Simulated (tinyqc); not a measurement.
From a target to a composition: model-solid line-up of a strained alloy layer on a substrate.

Problem. A layer of the alloy is strained to the substrate, and its gap (Ec minus the top valence edge) is given. Find x between 0.03 and 0.43, where the gap is monotonic.

All values of the alloy are linear in x but the gap, Eg(x) = (1 - x) Eg_A + x Eg_B - C x (1 - x), and the valence edge, Ev(x) = (1 - x) Ev_A + x Ev_B + fv C x (1 - x); Ec = Ev + Eg. Ev is the top of the unstrained valence band on a scale common to all materials. In the layer only the Gamma valley of the conduction band is followed, also where an X or L valley would lie lower.

Coherent growth on a (001) face: e_par = (a_s - a)/a, e_perp = -2 (C12/C11) e_par; exx = eyy = e_par, ezz = e_perp, no shear.

Strained edges: Ec + ac tr(e); the valence edges are Ev plus the levels of the 6 x 6 matrix of X, Y, Z times spin with -Dso/3 + l exx + m (eyy + ezz) on the diagonal (cyclic), n exy off it, l = av + 2 b, m = av - b, n = sqrt(3) d. Spin-orbit term (Dso/3) L.sigma on X, Y, Z with (L_k)_ij = -i epsilon_kij: <X+|H|Y+> = -i Dso/3, <X+|H|Z-> = Dso/3, <Y+|H|Z-> = -i Dso/3, <Z+|H|X-> = -Dso/3, <Z+|H|Y-> = i Dso/3, <X-|H|Y-> = i Dso/3, and their conjugates; + and - are the spin along z.

Inputs chosen for the exercise (A near GaAs, B near InAs, substrate near Ge; shifted at random, so the results belong to these values and not to a real crystal): a = (5.649, 6.063) angstrom (lattice constant of A, B); Eg = (1.516, 0.412) eV (gap at Gamma to the s-like level of A, B); Dso = (0.337, 0.385) eV (spin-orbit splitting of A, B); Ev = (-0.79, -0.58) eV (top of the unstrained valence band of A, B); ac = (-7.15, -5.04) eV (conduction deformation potential of A, B); av = (1.16, 0.99) eV (valence hydrostatic potential of A, B); b = (-2, -1.78) eV (tetragonal shear potential of A, B); d = (-4.84, -3.57) eV (trigonal shear potential of A, B); C11 = (122.7, 83.1) GPa (of A, B); C12 = (56.1, 45.2) GPa (of A, B); C44 = (59.2, 39) GPa (of A, B); C = 0.506 eV (bowing of the gap); fv = 0 (share of the bowing taken by the valence edge); a_s = 5.653 angstrom (substrate); face = 001 (growth face).

strained gap = 1.322181 eV

Find: x; e_par; gap of the relaxed alloy.

Solution. Bisect on x; the strained gap is 1.4757 eV at x = 0.03 and 1.0298 eV at x = 0.43.

x = 0.160
e_par = -1.089 %
gap of the relaxed alloy = 1.271 eV

Computed by tinyqc, a small Python program: `OMP_NUM_THREADS=1 python tinyqc.py 1051173 1051174 out.jsonl` (the numbers bound the seed that draws the inputs); one thread of a shared host (Intel(R) Xeon(R) Processor @ 2.30GHz), about 0.02 s for the whole set of steps.
